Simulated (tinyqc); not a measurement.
Capacitance measurement on a leaky thin oxide: effects of series resistance and leakage: one step of the calculation.

The device is a capacitance C in parallel with a leakage conductance G, in series with Rs and Ls. An impedance meter reports either a parallel pair (Cp, Gp) from Y = 1/Z = Gp + i w Cp or a series pair (Cs, Rm) from Z = Rm + 1/(i w Cs); w = 2 pi f, dissipation D = Gp/(w |Cp|).

Task. What the meter reports. Z = Rs + i w Ls + 1/(G + i w C).

Values chosen for this exercise; values of the order met in thin-oxide MOS capacitors: series resistance Rs = 12 ohm; series inductance Ls = 300 nH; measuring frequency f = 50000 Hz.

C = 49.330475 pF
G = 54.629630 uS

Find: Z; Cp; Gp; Cs; D.

Result.

Z = (1.695-0.481i) x 1e4 ohm
Cp = 49.27 pF
Gp = 54.60 uS
Cs = 662.3 pF
D = 3.528

Cp is 0.13 % below C and Cs is 13.4 times it; G Rs = 6.56e-4, w C Rs = 1.86e-4 and G/(w C) = 3.53.

Numbers from tinyqc (`OMP_NUM_THREADS=1 python tinyqc.py 2022023 2022024 out.jsonl`; about 0.01 s on one thread of a shared Intel Xeon 2.30GHz).
